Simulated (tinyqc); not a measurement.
Inside a calculation. Method: Hueckel theory of the pi electrons with the omega technique, for the molecule OC1=CC=CC=CC=C1 (SMILES; centres numbered as the heavy atoms are written). One step of it, computed by the program tinyqc.

Problem. Orbitals, round 2. Diagonalise; E = alpha + x beta with beta < 0, so the largest x are filled first; degenerate levels share their electrons. P = sum n_i c_ri c_si; each orbital has its largest coefficient positive (the first on a tie).

matrix after round 1, lower triangle:
```
          1O        2C         3C        4C         5C        6C         7C        8C
1O  2.045794
2C  0.800000  0.118098
3C  0.000000  1.000000  -0.114596
4C  0.000000  0.000000   1.000000  0.093389
5C  0.000000  0.000000   0.000000  1.000000  -0.105751
6C  0.000000  0.000000   0.000000  0.000000   1.000000  0.090024
7C  0.000000  0.000000   0.000000  0.000000   0.000000  1.000000  -0.105751
8C  0.000000  0.000000   0.000000  0.000000   0.000000  0.000000   1.000000  0.093389
9C  0.000000  1.000000   0.000000  0.000000   0.000000  0.000000   0.000000  1.000000

           9C
9C  -0.114596
```

pi electrons, sum of z_r less the charge = 10

Give: x values; occupations; coefficients; charge and bond-order matrix P.

Solution.

x values: 2.4984  1.8740  1.4095  1.2281  0.0189  -0.1102  -1.4263  -1.4638  -2.0286

occupations: 2.0000  2.0000  2.0000  2.0000  2.0000  0.0000  0.0000  0.0000  0.0000

coefficients:
```
       MO1      MO2      MO3      MO4      MO5      MO6      MO7      MO8
1O  0.8078  -0.3627   0.0000   0.4003  -0.1952   0.0000   0.0000   0.1099
2C  0.4570   0.0779   0.0000  -0.4091   0.4946   0.0000   0.0000  -0.4822
3C  0.2208   0.2135   0.3396  -0.3872   0.0536  -0.4998  -0.3673   0.3374
4C  0.1199   0.3466   0.5176  -0.1107  -0.4875  -0.0022   0.4817   0.0269
5C  0.0676   0.4037   0.3416   0.2615  -0.0173   0.5002  -0.3648  -0.3794
6C  0.0561   0.4526   0.0000   0.4596   0.4853   0.0000   0.0000   0.4883
7C  0.0676   0.4037  -0.3416   0.2615  -0.0173  -0.5002   0.3648  -0.3794
8C  0.1199   0.3466  -0.5176  -0.1107  -0.4875   0.0022  -0.4817   0.0269
9C  0.2208   0.2135  -0.3396  -0.3872   0.0536   0.4998   0.3673   0.3374

        MO9
1O  -0.0736
2C   0.3748
3C  -0.3729
4C   0.3388
5C  -0.3462
6C   0.3268
7C  -0.3462
8C   0.3388
9C  -0.3729
```

charge and bond-order matrix P, lower triangle:
```
         1O       2C       3C       4C       5C       6C      7C      8C
1O   1.9650
2C   0.1612   1.2540
3C  -0.1291   0.6049   0.7249
4C   0.0440  -0.2280   0.5861   1.3048
5C   0.0324  -0.1064   0.2299   0.6087   0.7059
6C  -0.0592   0.2259  -0.0858  -0.2477   0.5967   1.3096
7C   0.0324  -0.1064  -0.2342  -0.0987   0.2391   0.5967  0.7059
8C   0.0440  -0.2280  -0.1171   0.2330  -0.0987  -0.2477  0.6087  1.3048
9C  -0.1291   0.6049   0.2635  -0.1171  -0.2342  -0.0858  0.2299  0.5861

        9C
9C  0.7249
```
